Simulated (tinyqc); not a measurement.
Trap in a gate oxide as a short-range spherical well, step by step. Values are carried at full precision from step to step, so a last printed digit may differ when a step is redone from the rounded ones.

A spherical well of radius R and depth V0 below the conduction edge, one mass m, c = hbar^2/2m0. The s level at binding Et solves k cot(k R) = -kappa with k = sqrt(m (V0 - Et)/c), kappa = sqrt(m Et/c); it exists for V0 > Vc = c (pi/2R)^2/m. Outside, psi falls as exp(-kappa r)/r.

Constants: hbar^2/2m0 = 3.80998211 eV angstrom^2; fine-structure constant alpha = 0.007297352564; hc = 1239.841984 eV nm; kB = 8.617333262e-05 eV/K.

Inputs chosen for the exercise (near those of SiO2 on 4H SiC; the results hold for these values, not for the real material):
```
symbol  value  unit       meaning
R       3.3    angstrom   radius of the well
V0      6.7    eV         depth of the well
m       0.468  m0         mass
n_r     1.47              refractive index
dEc     2.77   eV         conduction offset to the channel
Fox     5.2    MV/cm      oxide field, lowering levels away from the channel
t0      0.61   x 1e-11 s  time constant at the interface
T       300    K          temperature
EF      0      eV         Fermi level above the channel edge
x       16     angstrom   depth of the trap
```

## The bound level

Solve for Et; the share outside is [sin^2(kR)/(2 kappa)]/[sin^2(kR)/(2 kappa) + R/2 - sin(2kR)/(4k)].

Et = 2.8232 eV
k = 0.6901 1/angstrom
kappa = 0.5889 1/angstrom
share outside = 0.197
Vc = 1.845 eV

The well is 3.63 times the critical depth. Since dEt/dV0 equals the share inside, 0.80, a 1 % change of V0 moves Et by 1.9 %. The decay length is 1.7 angstrom, 0.5 times R.

## Peak of the photo-ionisation cross-section

Lucovsky model (delta well, plane-wave final states, no local-field factor): sigma = (32 pi alpha c/(3 n_r m Et)) (x - 1)^(3/2)/x^3, x = h nu/Et, c = hbar^2/2m0; 1 angstrom^2 = 1e-16 cm^2.

The maximum lies at x = 2. Give the photon energy, its wavelength and sigma there.

h nu = 5.646 eV
wavelength = 220 nm
sigma = 6.00 x 1e-18 cm^2

With 20 % of the state outside the well the delta-well form is only a rough model of this centre.

## Level, tunnelling time and occupation

Energies from the conduction edge of the channel. The trap level at depth x is E_T = dEc - Et - e Fox x (1 MV/cm = 0.01 eV/angstrom). An electron at the channel edge tunnels with the WKB exponent S = (4/3) sqrt(m/c) [dEc^(3/2) - (dEc - e Fox x)^(3/2)]/(e Fox), c = hbar^2/2m0; tau = t0 exp(S); the occupation is f = 1/(1 + exp((E_T - EF)/kB T)), tau_c = tau/f and tau_e = tau/(1 - f). Lattice relaxation is left out; a level below the channel edge needs phonons as well, so tau is then a lower bound, while a level above it can also empty elastically at its own energy, through a thinner barrier, faster than this tau.

Give E_T, S, tau and ln(tau_c/tau_e) = (E_T - EF)/kB T.

E_T = -0.885 eV
S = 17.185
tau = 0.000177 s
ln(tau_c/tau_e) = -34.2

The level lies 34 kB T below EF, so the trap is mostly filled. A flat barrier would give S = 2 sqrt(m dEc/c) x = 18.67.

## Checks

- Et from the radial equation on a grid against the matching condition, eV: both 2.82.

Run: tinyqc, `OMP_NUM_THREADS=1 python tinyqc.py 1281378 1281379 out.jsonl`; Intel(R) Xeon(R) Processor @ 2.30GHz, one thread, shared host; about 0.02 s of CPU time with all checks.
